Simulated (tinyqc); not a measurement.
Koster-Slater impurity in an sp3s* host: sweeps and comparisons. A value that a table varies takes the place of the one given here.

sp3s* tight binding, nearest neighbours only: anion (a) at 0, cation (c) at a/4 (1,1,1), orbitals s, px, py, pz, s* on each; k in units of 2 pi/a. With phases e_j = exp(i (pi/2) k.n_j) for n = (1,1,1), (1,-1,-1), (-1,1,-1), (-1,-1,1): g0 = (e1+e2+e3+e4)/4, g1 = (e1+e2-e3-e4)/4, g2 = (e1-e2+e3-e4)/4, g3 = (e1-e2-e3+e4)/4. The diagonal holds the levels Esa, Epa, Exa (s*) and Esc, Epc, Exc. Anion-cation block: <sa|sc> = Vss g0; <sa|xc> = Vsapc g1; <xa|sc> = -Vscpa g1; <xa|xc> = Vxx g0; <xa|yc> = <ya|xc> = Vxy g3, <xa|zc> = <za|xc> = Vxy g2, <ya|zc> = <za|yc> = Vxy g1; <s*a|xc> = Vxapc g1; <xa|s*c> = -Vpaxc g1; y and z take g2 and g3 in place of g1; s-s* and s*-s* vanish.

A defect on a cation site (c) shifts the s level there by Vs or the three p levels by Vp and leaves the rest. A level in the gap solves 1/Vs = G_s(E) (symmetry A1) or 1/Vp = G_p(E) (T2, threefold), with G(E) = (1/N^3) sum over k and bands of w/(E - e), where w is the weight of the state on the s orbital of that site, or the mean weight on its px, py, pz. Mesh: k = f1 (-1,1,1) + f2 (1,-1,1) + f3 (1,1,-1), f = (j + 1/2)/N, j = 0 to N - 1. Energies from the top of the valence band at Gamma; the s* orbital of the site is left as it is. An infinite shift removes the s or p orbitals, the model of the ideal vacancy: G(E) = 0.

Parameters, chosen for this exercise (out of a larger set: near a published set for AlAs; not measured data): p = (-7.529, 0.98, -1.157, 3.558, 7.533, 6.706, -6.695, 1.871, 4.303, 5.126, 5.505, 4.538, 5.007) eV (order Esa, Epa, Esc, Epc, Exa, Exc, Vss, Vxx, Vxy, Vsapc, Vscpa, Vxapc, Vpaxc); N = 4 (mesh); V = -13.6 eV (shift of the p levels).

## Level against strength of the defect

Eg (smallest gap of the host) = 2.26395 eV

A dash: no level in the gap from 0 to Eg. The last row is the ideal vacancy.

Levels (eV above the valence band):

| shift (eV) | A1 | T2 |
|---|---|---|
| -40 | - | 0.330 |
| -20 | - | 0.529 |
| -12 | - | 0.819 |
| -8 | 0.452 | 1.165 |
| -5 | 1.100 | 1.618 |
| -3 | 1.696 | 1.990 |
| +3 | - | - |
| +5 | - | - |
| +8 | - | - |
| +12 | - | - |
| +20 | - | - |
| +40 | - | 0.041 |
| vacancy | - | 0.165 |

A1: a level lies in the gap for the attractive shifts -3, -5 and -8 eV, and no repulsive one does; G has no zero in the gap, so there is no vacancy level there and a strong enough shift drives the level out through the far edge. T2: a level lies in the gap for the attractive shifts -3, -5, -8, -12, -20 and -40 eV and for the repulsive +40 eV; both branches tend to the vacancy level, 0.165 eV, which pins them. A level passes the edges where the shift equals 1/G, a value that is sensitive to the mesh there: on this one 1/G(0) = -11.3 and 1/G(Eg) = -1.2 eV for s, 27.8 and -0.9 eV for p.

## Convergence with the mesh

The same level (G_p = 1/V) on meshes of growing size; a dash: no level from 0 to Eg.

Mesh:

| N | points | G_p(Eg/2) (1/eV) | level (eV) |
|---|---|---|---|
| 2 | 8 | -0.12098 | 0.7371 |
| 3 | 27 | -0.12073 | 0.7335 |
| 4 | 64 | -0.12074 | 0.7326 |
| 6 | 216 | -0.12074 | 0.7324 |
| 8 | 512 | -0.12074 | 0.7324 |

Against N = 8, G at mid-gap is off by -0.00025 at N = 2 and 0.00000 1/eV at N = 6; the level moves by 0.0 meV from N = 6 to 8. Errors in G are magnified in the level by 1/|dG/dE|, and a level near a band edge needs the finest mesh, since the sum there is ruled by few points.

Computed by tinyqc, a small Python program: `OMP_NUM_THREADS=1 python tinyqc.py 1450192 1450193 out.jsonl` (the numbers bound the seed that draws the inputs); one thread of a shared host (Intel(R) Xeon(R) Processor @ 2.30GHz), about 0.05 s for the whole set of steps.
